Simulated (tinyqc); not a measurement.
Worked calculation: Pariser-Parr-Pople SCF with singles CI, for the molecule Nc1cccccc1=O (SMILES; centres numbered as the heavy atoms are written). One step of it, computed by the program tinyqc.

Question. PPP integrals. Mataga-Nishimoto: gamma = 14.399645/(R + a), a = 2 x 14.399645/(gamma_rr + gamma_ss); H_rr = -W_r - sum_(s != r) z_s gamma_rs; H_rs = beta for bonds.

Centres (angstrom, eV; a flat drawing with bonds scaled to 1.40 angstrom):
```
centre          x          y  core charge z          W   gamma_rr
1N      -2.112000  -1.307000              2  25.600000  16.800000
2C      -0.850000  -0.700000              1  11.160000  11.130000
3C       0.244000  -1.573000              1  11.160000  11.130000
4C       1.609000  -1.261000              1  11.160000  11.130000
5C       2.217000   0.000000              1  11.160000  11.130000
6C       1.609000   1.261000              1  11.160000  11.130000
7C       0.244000   1.573000              1  11.160000  11.130000
8C      -0.850000   0.700000              1  11.160000  11.130000
9O      -2.112000   1.307000              1  17.700000  15.200000
```

Resonance integrals (eV):
```
i  j       beta
1  2  -2.510000
2  3  -2.670000
3  4  -2.670000
4  5  -2.670000
5  6  -2.670000
6  7  -2.670000
7  8  -2.670000
8  9  -2.800000
8  2  -2.670000
```

Give: repulsion gamma_rs; core matrix H.

Answer.

repulsion gamma_rs (eV):
```
        1N      2C      3C      4C      5C      6C      7C      8C
1N  16.800   5.922   4.233   3.030   2.593   2.593   3.030   4.233
2C   5.922  11.130   5.346   3.774   3.243   3.244   3.773   5.346
3C   4.233   5.346  11.130   5.345   3.772   3.244   3.243   3.773
4C   3.030   3.774   5.345  11.130   5.346   3.774   3.244   3.244
5C   2.593   3.243   3.772   5.346  11.130   5.346   3.772   3.243
6C   2.593   3.244   3.244   3.774   5.346  11.130   5.345   3.774
7C   3.030   3.773   3.243   3.244   3.772   5.345  11.130   5.346
8C   4.233   5.346   3.773   3.244   3.243   3.774   5.346  11.130
9O   4.098   4.156   2.991   2.565   2.564   2.991   4.156   5.773

        9O
1N   4.098
2C   4.156
3C   2.991
4C   2.565
5C   2.564
6C   2.991
7C   4.156
8C   5.773
9O  15.200
```

core matrix H (eV):
```
         1N       2C       3C       4C       5C       6C       7C       8C
1N  -55.332   -2.510    0.000    0.000    0.000    0.000    0.000    0.000
2C   -2.510  -51.886   -2.670    0.000    0.000    0.000    0.000   -2.670
3C    0.000   -2.670  -47.340   -2.670    0.000    0.000    0.000    0.000
4C    0.000    0.000   -2.670  -44.510   -2.670    0.000    0.000    0.000
5C    0.000    0.000    0.000   -2.670  -43.633   -2.670    0.000    0.000
6C    0.000    0.000    0.000    0.000   -2.670  -44.063   -2.670    0.000
7C    0.000    0.000    0.000    0.000    0.000   -2.670  -46.100   -2.670
8C    0.000   -2.670    0.000    0.000    0.000    0.000   -2.670  -50.125
9O    0.000    0.000    0.000    0.000    0.000    0.000    0.000   -2.800

         9O
1N    0.000
2C    0.000
3C    0.000
4C    0.000
5C    0.000
6C    0.000
7C    0.000
8C   -2.800
9O  -51.091
```
